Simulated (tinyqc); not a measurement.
Special k points of the hexagonal lattice: one step. Which stars the mesh integrates.

A_m(k) = sum over the m-th star of lattice vectors R of cos(k . R), stars in order of length: m = 1: |R|^2 = 1, 6 vectors, such as (1, 1) in the basis a_i; m = 2: |R|^2 = 3, 6 vectors, such as (2, 1) in the basis a_i; m = 3: |R|^2 = 4, 6 vectors, such as (2, 2) in the basis a_i; m = 4: |R|^2 = 7, 12 vectors, such as (3, 2) in the basis a_i; m = 5: |R|^2 = 9, 6 vectors, such as (3, 3) in the basis a_i; m = 6: |R|^2 = 12, 6 vectors, such as (4, 2) in the basis a_i. The zone mean of every A_m is zero.

Irreducible points:
```
f1              f2  weight
0.000000  0.000000       1
0.000000  0.200000       6
0.000000  0.400000       6
0.200000  0.200000       6
0.200000  0.400000       6
```

Task: Lattice vectors in units of a: a1 = (1, 0), a2 = (-1/2, sqrt(3)/2); f are fractions of the reciprocal vectors. Evaluate the first six A_m at each irreducible point (k . R = 2 pi sum f_i n_i) and form the weighted means.

Give: A_m at the points; weighted means.

Result:

A_m at the points:
```
      m=1     m=2     m=3     m=4     m=5     m=6
1   6.000   6.000   6.000  12.000   6.000   6.000
2   3.236  -0.382  -1.236  -5.236  -1.236  -2.618
3  -1.236  -2.618   3.236  -0.764   3.236  -0.382
4  -0.382  -1.236  -2.618   6.472  -2.618   3.236
5  -2.618   3.236  -0.382  -2.472  -0.382  -1.236
```

weighted means: m=1 0.000, m=2 0.000, m=3 0.000, m=4 0.000, m=5 0.000, m=6 0.000

All six means vanish: the mesh is exact for functions whose Fourier series ends within these stars.

Run: tinyqc, `OMP_NUM_THREADS=1 python tinyqc.py 1650959 1650960 out.jsonl`; Intel(R) Xeon(R) Processor @ 2.30GHz, one thread, shared host; about 0.08 s of CPU time with all checks.
